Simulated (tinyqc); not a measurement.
Charge neutrality of a doped semiconductor with incomplete ionisation: one step, computed by the program tinyqc. Command: `OMP_NUM_THREADS=1 python tinyqc.py 3017826 3017827 out.jsonl dopant walk`. One thread of a shared host (Intel(R) Xeon(R) Processor @ 2.30GHz), about 0.02 s of CPU time with the checks.

Energies are counted from the top of the valence band; E_D is measured down from the conduction band and E_A up from the valence band.

Problem. The closed form for the extrinsic range. With Boltzmann statistics, no holes and every acceptor ionised, n (n + N_A) = n1 (N_D - N_A - n) with n1 = (N_c/g_D) exp(-E_D/k_B T). Take the positive root.

Inputs (values chosen for the exercise, modelled on AlN):
```
quantity                value   unit
donor density N_D     1.4e+19  cm^-3
acceptor density N_A        0  cm^-3
donor depth E_D         0.254     eV
donor degeneracy g_D        2      -
temperature T             150      K
```

Doping: n-type. Statistics of the bands: Boltzmann.

N_c = 1.689542e+18 cm^-3

k_B T = 0.01292600 eV

Give: n1; n from the quadratic.

Solution.

n1 = 2.470e+09 cm^-3

n from the quadratic = 1.860e+14 cm^-3
